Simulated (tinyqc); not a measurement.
# MOS capacitor on a p-type substrate, surface potential from the exact charge relation, step by step

Program tinyqc, `OMP_NUM_THREADS=1 python tinyqc.py 2060133 2060134 out.jsonl`; Intel Xeon 2.30GHz, shared host, one thread, about 0.02 s. Printed values are rounded.

Uniform p-type substrate, Boltzmann statistics, full ionisation, classical densities. psi is the surface potential against the body (positive when the bands bend down) and u = psi/Vt. Traps are spread evenly over the gap and neutral at flat band, so their charge is -q Dit psi; the minority quasi-Fermi level is shifted by Vb.

Inputs (values chosen for the exercise); band and dielectric values those of a made-up semiconductor: temperature T = 293 K; band gap Eg = 1.28 eV; relative permittivity eps_r = 14.4; conduction-band density of states at T Nc = 2.46e19 cm^-3; valence-band density of states at T Nv = 2.34e19 cm^-3; electron affinity chi = 4.14 eV; acceptor density of the substrate N = 4e17 cm^-3; relative permittivity of the gate insulator (close to silicon dioxide) eox = 3.9; insulator thickness tox = 6.7 nm; gate work function phiM = 5.39 eV; fixed charge at the interface, in units of q Nf = 0 cm^-2; density of interface traps Dit = 0 cm^-2 eV^-1; reverse bias of the inversion layer against the body Vb = 0.7 V; gate voltage against the body Vg = 3.58 V.

Constants: q = 1.602176634e-19 C, kB = 1.380649e-23 J/K, Vt = kB T/q, eps0 = 8.8541878128e-14 F/cm where lengths are in cm. Results are converted to the units shown.

Range of the model: At this gate voltage the surface density exceeds 0.3 of the band density of states, so degeneracy and confinement would lower the charge and capacitance.

## Flat band, threshold and scales

ni = sqrt(Nc Nv) exp(-Eg/(2 Vt)), Eg in volts; phiF = Vt ln(N/ni); Cox = eps0 eox/tox; Vfb = phiM - chi - (Eg - Vt ln(Nv/N)) - q Nf/Cox; Q0 = sqrt(2 eps0 eps_r q N Vt); r = (ni/N)^2 exp(-Vb/Vt); VT = Vfb + [(2 phiF + Vb)(1 + q Dit/Cox) + sqrt(2 eps0 eps_r q N (2 phiF + Vb))/Cox].

ni = 2.35335e8 cm^-3
phiF = 0.536631 V
Cox = 0.515393 uF/cm^2
Vfb = 0.0727380 V
Q0 = 64.2356 nC/cm^2
r = 3.15375e-31
VT = 2.89049 V

## Starting value

psi = Vg - Vfb, limited to the range from -4 Vt to +(2 phiF + Vb + 4 Vt).

psi at the start = 1.87426 V

## Iteration 1: Newton step for the surface potential

u = psi/Vt; F^2 = exp(-u) + u - 1 + r (exp(u) - u - 1); Qs = -sign(u) Q0 F; Cs = -dQs/dpsi = (Q0/Vt) |1 - exp(-u) + r (exp(u) - 1)|/(2 F). f = Vfb + psi + (q Dit psi - Qs)/Cox - Vg, f' = 1 + (Cs + q Dit)/Cox, psi(new) = psi - f/f'.

u = 74.2315
F = 11.3062
Qs = -726.260 nC/cm^2
Cs = 6.25533 uF/cm^2
f = -0.223868 V
f' = 13.1370
psi after iteration 1 = 1.89130 V

## Iteration 2: Newton step for the surface potential

As before.

u = 74.9065
F = 13.4585
Qs = -864.515 nC/cm^2
Cs = 10.2290 uF/cm^2
f = 0.0614246 V
f' = 20.8471
psi after iteration 2 = 1.88835 V

## Iteration 3: Newton step for the surface potential

As before.

u = 74.7898
F = 13.0078
Qs = -835.567 nC/cm^2
Cs = 9.42848 uF/cm^2
f = 0.00231249 V
f' = 19.2938
psi after iteration 3 = 1.88823 V

## Course of the Newton iteration

Stop when the step is below 1e-10 V, or after 60 iterations.

Course of the iteration:

| iteration | psi before the step (V) | f (V) | step (V) |
|---|---|---|---|
| 1 | 1.87426 | -0.224 | 0.0170 |
| 2 | 1.89130 | 0.0614 | -2.95e-3 |
| 3 | 1.88835 | 2.31e-3 | -1.20e-4 |
| 4 | 1.88823 | 3.66e-6 | -1.91e-7 |
| 5 | 1.88823 | 9.25e-12 | -4.81e-13 |

Converged in 5 iterations.

## Charges, field and capacitances at the solution

converged psi = 1.88823 V

u = psi/Vt; F^2 = exp(-u) + u - 1 + r (exp(u) - u - 1); Qs = -sign(u) Q0 F; Cs = -dQs/dpsi = (Q0/Vt) |1 - exp(-u) + r (exp(u) - 1)|/(2 F). Low frequency: 1/C_LF = 1/Cox + 1/(Cs + q Dit). High frequency, in the simple estimate in which traps and minority carriers do not follow: 1/C_HF = 1/Cox + 1/Cd, Cd being Cs with r = 0 at the same psi. Minority sheet density N_inv = (Q0/(2 q)) int_0^u r (exp(t) - 1)/F(t) dt for u > 0. Oxide field |Qs - q Dit psi + q Nf|/(eps0 eox).

Qs = -834.437 nC/cm^2
N_inv = 1.77514e12 cm^-2
oxide field = 2.41646 MV/cm
Cs = 9.39692 uF/cm^2
C_LF/Cox = 0.948005
C_HF/Cox = 0.223199

The surface is in strong inversion (borders at |psi| = 0, phiF + Vb and 2 phiF + Vb = 1.77 V). Minority carriers make up 34.1 % of Qs.
